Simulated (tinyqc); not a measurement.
Comparisons within one model: strain-driven crossing of the Gamma and L valleys in a germanium-like crystal alloyed with tin. A value that a table varies takes the place of the one given here.

Biaxial loads: e0 is the in-plane strain e_par and the normal is free. (001): e_perp = -2 (C12/C11) e_par; exx = eyy = e_par, ezz = e_perp, no shear. (111): e_perp = -(2 C11 + 4 C12 - 4 C44)/(C11 + 2 C12 + 4 C44) e_par; exx = eyy = ezz = (2 e_par + e_perp)/3 and exy = eyz = ezx = (e_perp - e_par)/3. (110): e_perp = -(C11 + 3 C12 - 2 C44)/(C11 + C12 + 2 C44) e_par; exx = eyy = (e_par + e_perp)/2, ezz = e_par, exy = (e_perp - e_par)/2, eyz = ezx = 0. Uniaxial loads: a stress along n, scaled so that n.e.n = e0, with exx = s11 sxx + s12 (syy + szz), exy = s44 sxy/2, s11 = (C11 + C12)/((C11 - C12)(C11 + 2 C12)), s12 = -C12/((C11 - C12)(C11 + 2 C12)), s44 = 1/C44.

Edges from the unstrained valence top: Gamma at Eg + ac tr(e); an L valley with unit axis u at EgL + aL tr(e) + XuL (u.e.u - tr(e)/3), u along [111], [1-1-1], [-11-1], [-1-11]; valence edges are the levels of the 6 x 6 matrix of X, Y, Z times spin with -Dso/3 + l exx + m (eyy + ezz) on the diagonal (cyclic), n exy off it, l = av + 2 b, m = av - b, n = sqrt(3) d. Spin-orbit term (Dso/3) L.sigma on X, Y, Z with (L_k)_ij = -i epsilon_kij: <X+|H|Y+> = -i Dso/3, <X+|H|Z-> = Dso/3, <Y+|H|Z-> = -i Dso/3, <Z+|H|X-> = -Dso/3, <Z+|H|Y-> = i Dso/3, <X-|H|Y-> = i Dso/3, and their conjugates; + and - are the spin along z.

With tin the unstrained gaps become E(y) = (1 - y) E + y EgS - CS y (1 - y); all other values are kept.
Constants: kB = 8.617333262e-05 eV/K.

Inputs chosen for the exercise (near those of Ge, gaps at low temperature; the results hold for these values, not for the real material): Eg = 0.907 eV (gap at Gamma to the s-like level); EgL = 0.735 eV (gap to L); Dso = 0.285 eV (spin-orbit splitting); ac = -8.34 eV (conduction deformation potential); av = 1.25 eV (valence hydrostatic potential); b = -2.53 eV (tetragonal shear potential); d = -5.35 eV (trigonal shear potential); aL = -1.69 eV (hydrostatic potential of the L edge, Xd + Xu/3); XuL = 17.04 eV (uniaxial potential, L); y = 0.111 (tin fraction); EgS = (-0.409, 0.055) eV (Gamma and L gaps of the tin end); CS = (2.83, 0.8) eV (bowing of the Gamma and L gaps); C11 = 129.4 GPa; C12 = 47.5 GPa; C44 = 66.2 GPa; load = biaxial (001) (kind of strain); mG = 0.0418 m0 (mass at Gamma); mL = 0.583 m0 (density-of-states mass of the four L valleys together); T = 300 K (temperature); e0 = 0.0183 (size of the strain).

## Sweep of a biaxial (001) strain

The valence splitting is the distance of the top two edges. Share in Gamma = mG^(3/2)/(mG^(3/2) + (mL^(3/2)/4) sum_i exp(-(E_Li - E_Gamma)/kT)).

Results:

| e0 (%) | direct gap (eV) | indirect gap (eV) | Gamma - L (meV) | valence splitting (meV) | share in Gamma (%) |
|---|---|---|---|---|---|
| -0.72 | 0.537 | 0.576 | -38 | 56 | 7.79 |
| -0.27 | 0.503 | 0.579 | -76 | 23 | 26.8 |
| 0.17 | 0.453 | 0.566 | -113 | 15 | 60.5 |
| 0.62 | 0.375 | 0.526 | -151 | 59 | 86.9 |
| 1.06 | 0.294 | 0.482 | -188 | 106 | 96.5 |
| 1.51 | 0.209 | 0.435 | -226 | 156 | 99.2 |
| 1.95 | 0.123 | 0.386 | -263 | 207 | 99.8 |
| 2.40 | 0.035 | 0.336 | -301 | 261 | 100 |

The gap stays direct over the sweep. The direct gap goes from 0.537 to 0.035 eV; of that change -0.124 eV comes from the rise of the valence top through the shear terms and the rest from the volume. The share in Gamma goes from 7.79 to 100 %. Gaps near or below zero lie outside this linear model.

## What each parameter does

Direct gap, Gamma minus the lowest L edge and the valence splitting. Each row changes one parameter from the base and keeps the others.

Results:

| case | direct gap (eV) | Gamma - L (meV) | valence splitting (meV) |
|---|---|---|---|
| base | 0.1468 | -253.0 | 193.0 |
| XuL = 19.596 eV | 0.1468 | -253.0 | 193.0 |
| C12 = 54.625 GPa | 0.1576 | -239.6 | 206.7 |
| ac = -7.089 eV | 0.1758 | -224.0 | 193.0 |
| aL = -1.4365 eV | 0.1468 | -258.8 | 193.0 |
| y = 0.09435 | 0.2062 | -215.5 | 193.0 |
| C44 = 76.13 GPa | 0.1468 | -253.0 | 193.0 |
| e0 = 0.02104 | 0.0932 | -276.0 | 225.4 |

The largest shifts from the base row, up to three for each result and ties (the steps differ in size, so this ranks the rows, not the parameters). direct gap (eV): y +0.0594, e0 -0.0536, ac +0.0290; unchanged at the printed digits by XuL, aL and C44. Gamma - L (meV): y +37.4, ac +29.0, e0 -23.1; unchanged at the printed digits by XuL and C44. valence splitting (meV): e0 +32.4, C12 +13.7; unchanged at the printed digits by XuL, ac, aL, y and C44.

Computed by tinyqc, a small Python program: `OMP_NUM_THREADS=1 python tinyqc.py 1051552 1051553 out.jsonl` (the numbers bound the seed that draws the inputs); one thread of a shared host (Intel(R) Xeon(R) Processor @ 2.30GHz), about 0.01 s for the whole set of steps.
